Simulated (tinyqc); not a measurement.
Hubbard chain of 6 sites, step by step. Computed by tinyqc, a small Python program that keeps every step. Settings: hopping = 1.94, U = 1.7, mixing = 0.2, iteration cap = 51. Command: `OMP_NUM_THREADS=1 python tinyqc.py 28972 28973 out.jsonl` (the two numbers bound the seeds that draw the settings). One thread of a shared host (Intel(R) Xeon(R) Processor @ 2.60GHz), about 0.2 s of CPU time with the checks.

one-body matrix (hopping and site energies) (eV), lower triangle:
```
           1          2          3          4          5         6
1   0.000000
2  -1.940000   0.000000
3   0.000000  -1.940000   0.000000
4   0.000000   0.000000  -1.940000   0.000000
5   0.000000   0.000000   0.000000  -1.940000   0.000000
6   0.000000   0.000000   0.000000   0.000000  -1.940000  0.000000
```

U = 1.700000 eV

electrons, up and down: 3  3

n(up) at the start (a guess, not normalised): 1 0.550000, 2 0.450000, 3 0.550000, 4 0.450000, 5 0.550000, 6 0.450000

n(down) at the start (a guess): 1 0.450000, 2 0.550000, 3 0.450000, 4 0.550000, 5 0.450000, 6 0.550000

Each step fills the lowest levels of T + U n(other spin) and sets n(new) = n + mixing (n(out) - n); stop when output and input agree to 1e-8.

Course of the cycle:
```
iteration        E (eV)  largest |n(out) - n(in)|  mean |n_up - n_down|
1          -11.00060788                  3.09e-02              0.052466
2          -11.00163248                  2.66e-02              0.047804
3          -11.00247699                  2.29e-02              0.043561
4          -11.00317430                  1.97e-02              0.039698
5          -11.00375089                  1.71e-02              0.036181
6          -11.00422820                  1.49e-02              0.032978
7          -11.00462371                  1.30e-02              0.030060
8          -11.00495167                  1.16e-02              0.027402
9          -11.00522380                  1.09e-02              0.024981
10         -11.00544971                  1.01e-02              0.022774
11         -11.00563732                  9.43e-03              0.020763
...                 ...                       ...                   ...
41         -11.00655804                  6.93e-04              0.001308
42         -11.00655866                  6.32e-04              0.001193
43         -11.00655918                  5.77e-04              0.001088
44         -11.00655961                  5.27e-04              0.000992
45         -11.00655996                  4.80e-04              0.000905
46         -11.00656026                  4.38e-04              0.000825
47         -11.00656050                  4.00e-04              0.000753
48         -11.00656071                  3.65e-04              0.000687
49         -11.00656088                  3.33e-04              0.000626
50         -11.00656102                  3.04e-04              0.000571
51         -11.00656114                  2.77e-04              0.000521
```

Can the last value be used, and what does the course show?

Not by the stop rule, although the second column moves by less than 1e-06 over the last three steps. Not converged within 51 iterations: the residual falls steadily but slowly, by a factor of about 0.91 a step. The lowest mean-field energy found from random starts is -11.00656 eV. Reruns (cap 100 unless said): mixing 0.5: converged in 61 (E = -11.00656); mixing 0.9: converged in 31 (E = -11.00656); the original settings with a cap of 400: converged in 163 (E = -11.00656).
